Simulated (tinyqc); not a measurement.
# Atomic layer deposition: Langmuir saturation, growth per cycle and coating of deep features, step by step

A worked calculation. Computed by tinyqc, a small Python program that keeps every step. Command: `OMP_NUM_THREADS=1 python tinyqc.py 3003136 3003137 out.jsonl ald walk`. One thread of a shared host (Intel(R) Xeon(R) Processor @ 2.30GHz), about 0.01 s of CPU time with the checks. Intermediate numbers are printed to about 6 digits and carried at full precision; extremes and crossings named in words are read from the listed rows.

Precursor A sticks only on free sites, so a long enough pulse saturates; co-reactant B then frees the sites again.

Inputs (values chosen for the exercise, modelled on aluminium oxide from trimethylaluminium and water): precursor mass M = 72 u; site density q = 4.2 1/nm^2; growth per cycle at saturation G = 1.1 angstrom; sticking probability beta on free sites = 0.00048; precursor pressure p = 1.3 Pa; temperature T = 175 C; pulse time t = 1.6 s; co-reactant completion per pulse c_B = 0.95; desorption energy E_d = 1.48 eV; purge time t_p = 7.4 s; aspect ratio a = 12.

Feature: long trench.

Constants: u = 1.6605390666e-27 kg; k_B = 1.380649e-23 J/K; k_B = 8.617333262e-05 eV/K.

## Flux and saturation time

Wall flux F = p/sqrt(2 pi M k_B T); rate of filling k_a = beta F/q; desorption k_d = 1e13 exp(-E_d/(k_B T)) per second. 1/m^2 = 1e-18/nm^2. Temperatures in kelvin are T(C) + 273.15.

flux F = 19068.2 1/(nm^2 s)

k_a = 2.17922 1/s

k_d = 2.27146e-04 1/s

time to 99 % without desorption, ln(100)/k_a = 2.11322 s

## The first four cycles

One cycle from coverage th0: pulse A gives th1 = th_s + (th0 - th_s) exp(-(k_a + k_d) t), th_s = k_a/(k_a + k_d); the purge leaves th2 = th1 exp(-k_d t_p); pulse B converts c_B th2 into film and leaves th3 = (1 - c_B) th2. Growth = G c_B th2. Start from th0 = 0.

Cycles:
```
cycle        th0       th1       th2        th3  growth (angstrom)
1      0.0000000  0.969310  0.967682  0.0483841            1.01123
2      0.0483841  0.970790  0.969160  0.0484580            1.01277
3      0.0484580  0.970792  0.969162  0.0484581            1.01277
4      0.0484581  0.970792  0.969162  0.0484581            1.01277
```

## Steady growth per cycle

The periodic state has th0 = th3: th0 = (1 - c_B) e_p th_s (1 - e_a)/(1 - (1 - c_B) e_p e_a), with e_a = exp(-(k_a + k_d) t), e_p = exp(-k_d t_p). Share of impinging molecules used = q (th1 - th0)/(F t).

coverage after pulse A = 0.970792

growth per cycle = 1.01277 angstrom

share of impinging molecules used = 1.26972e-04

The pulse is 3.49 filling times long: not fully saturated, so thickness still depends somewhat on the local dose.

## Exposure for a deep feature

Diffusion-limited filling (Gordon) of a long trench of width w, hydraulic diameter 2w, so that a is replaced by a/2 in the hole formula: t = (q/F)(1 + 19a/8 + 3a^2/8). Reaction-limited filling needs ln(100)/k_a at any depth, k_a = beta F/q. Flow is molecular. The front picture holds when the modulus (a/2) sqrt(beta) is well above 1. Depth reached by the given pulse: solve the same formula for a. Exposure = p x diffusion-limited time; 1 langmuir = 1.33322e-4 Pa s.

diffusion-limited time = 0.0183919 s

exposure = 179.336 langmuir

modulus = 0.131453

aspect ratio reached by the front in time t = 136.039

Diffusion needs 0.0184 s and reaction 2.11 s: the surface reaction limits, and the walls fill evenly. Caution: the modulus is not well above 1 or the Gordon time is under three times ln(100)/k_a, so there is no sharp front: the Gordon time is only a lower bound and the reaction time must be met as well. Caution: the pulse is shorter than ln(100)/k_a, so even the open surface is not saturated and the depth reached has no meaning. Caution: the depth reached is formal here: it is under 4/sqrt(beta), so no sharp front has formed.

## Coverage along the feature as the dose grows

Continuum model with steady gas transport: d2n/dz2 = 3 beta (1 - th) n/d_h^2 (d_h the hydraulic diameter, n = 1 at the mouth, no flux at the floor, 60 cells), d th/dt = beta F n (1 - th)/q; no desorption. Times are multiples of the larger of the Gordon time and ln(100)/k_a.

Coverage:
```
multiple    t (s)  top cell  quarter depth  half depth  three quarters  floor cell
0.05      0.10566     0.206          0.204       0.203           0.202       0.201
0.10      0.21132     0.369          0.366       0.365           0.363       0.363
0.20      0.42264     0.602          0.599       0.597           0.596       0.596
0.40      0.84529     0.841          0.840       0.839           0.838       0.838
0.60      1.26793     0.937          0.936       0.936           0.935       0.935
0.80      1.69058     0.975          0.975       0.974           0.974       0.974
1.00      2.11322     0.990          0.990       0.990           0.990       0.990
1.30      2.74718     0.997          0.997       0.997           0.997       0.997
```

At a multiple of 0.2 the coverage is 0.60 at the top and 0.60 at the floor. All depths fill nearly together, since molecules bounce many times before they stick. In the last row the floor reaches 0.997.

Checks made by the program: periodic state against 400 explicit cycles (relative difference below 1e-10).
